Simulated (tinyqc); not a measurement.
Worked calculation: delta-doped layer in the Thomas-Fermi potential. Values are carried at full precision from step to step, so a last printed digit may differ when a step is redone from the rounded ones.

All donors ionised in the plane z = 0, zero temperature, energies from the Fermi level EF of the Thomas-Fermi model, which lies at the bulk band edge; c = hbar^2/2m0, q = e^2/(4 pi eps0). Layer in a (001) plane: two valleys with m_z = ml, m_d = mt (unprimed) and four with m_z = mt, m_d = sqrt(ml mt) (primed); m3 = (ml mt^2)^(1/3), gv = 6. With n = (gv/3 pi^2)(m3 (-V)/c)^(3/2) and V'' = -(4 pi q/eps) n for z > 0, the solution is V = -b/(|z| + z0)^4 with sqrt(b) = 20/K, K = (4 pi q/eps)(gv/3 pi^2)(m3/c)^(3/2), and z0^5 = 4b/(e F0), e F0 = 2 pi q N/eps; 1e13/cm^2 = 1e-3/angstrom^2. Exchange and correlation are left out.

Constants: hbar^2/2m0 = 3.80998211 eV angstrom^2; e^2/(4 pi eps0) = 14.39964547 eV angstrom.

Inputs chosen for the exercise (near those of a delta-doped layer in Si; shifted at random, so the results belong to these values and not to a real crystal): ml = 0.908 m0 (longitudinal mass); mt = 0.194 m0 (transverse mass); eps = 11.6 (dielectric constant); N = 1.1 x 1e13/cm^2 (donor sheet density).

## The Thomas-Fermi well

Give K, b, e F0, z0 and the depth b/z0^4.

K = 0.078577 eV^(-1/2) angstrom^-2
b = 64785 eV angstrom^4
e F0 = 0.0085796 eV/angstrom
z0 = 31.33 angstrom
depth = 0.0672 eV

Half of the electrons lie within |z| < (2^(1/5) - 1) z0 = 4.7 angstrom. The mean donor spacing in the plane is 30.2 angstrom, against a Bohr radius 0.529177 eps/m3 = 18.9 angstrom: the spacing is not small against it, so the smeared sheet is a crude model.

## Profile

V = -b/(|z| + z0)^4, n and the share of electrons beyond |z|, (z0/(|z| + z0))^5, at z = 0, 0.1, 0.25, 0.5, 1 and 2 times z0; n = (eps/(4 pi q)) 20 b/(|z| + z0)^6, q = e^2/(4 pi eps0), 1/angstrom^3 = 1e24/cm^3.

Profile:

| z (angstrom) | V (eV) | n (1e19/cm^3) | share beyond |
|---|---|---|---|
| 0.0 | -0.0672 | 8.78 | 1.000 |
| 3.1 | -0.0459 | 4.95 | 0.621 |
| 7.8 | -0.0275 | 2.30 | 0.328 |
| 15.7 | -0.0133 | 0.770 | 0.132 |
| 31.3 | -0.0042 | 0.137 | 0.031 |
| 62.7 | -0.0008 | 0.0120 | 0.004 |

## Subbands

Subbands solve -(c/m_z) psi'' + V psi = E psi on 1280 points of spacing z0/80; up to ten levels for each group, kept if bound with an rms width below 2.5 z0.

List the bound levels with their rms width.

Subbands:

| label | valleys g | m_d (m0) | E (eV) | rms z (angstrom) |
|---|---|---|---|---|
| 0 | 2 | 0.1940 | -0.0234 | 12.1 |
| 0' | 4 | 0.4197 | -0.0116 | 31.7 |
| 1 | 2 | 0.1940 | -0.0005 | 76.8 |

The lowest level lies 65 % of the way up the well, and 0' follows 12 meV higher.

## Filling the subbands

At zero temperature n_i = g m_d (mu - E_i)/(2 pi c) for E_i < mu, c = hbar^2/2m0; find mu from sum n_i = N (1e13/cm^2 = 1e-3/angstrom^2).

mu = -0.0011 eV

n_i in the order of the list (1e13/cm^2): 0.362  0.738  0.000

2 subbands filled in part, the lowest with 33 % of the electrons. The potential was built for a Fermi level at 0; filling its quantised levels puts mu 1.6 % of the depth below that; with so few subbands the Thomas-Fermi picture is crude, and a close match would be chance. The fullest is 0', with 67 %.

## Estimate from a V-shaped well

Near z = 0 the well is -depth + e F0 |z|, whose levels are a (c (e F0)^2/m_z)^(1/3) with a = 1.018793 (even) and 2.338107 (odd); c = hbar^2/2m0, m_z = ml, for the unprimed levels.

levels 0 and 1 (eV): 0.0017  0.0908

Level 0 comes out 25 meV too high, since screening flattens the true well away from the plane, and both levels land above the rim at 0.

## Checks

- Integral of the Thomas-Fermi density against N, 1e13/cm^2: both 1.100.
- Lowest level on a finer grid (z0/200), eV: both -0.023.

Run: tinyqc, `OMP_NUM_THREADS=1 python tinyqc.py 1280241 1280242 out.jsonl`; Intel(R) Xeon(R) Processor @ 2.30GHz, one thread, shared host; about 0.2 s of CPU time with all checks.
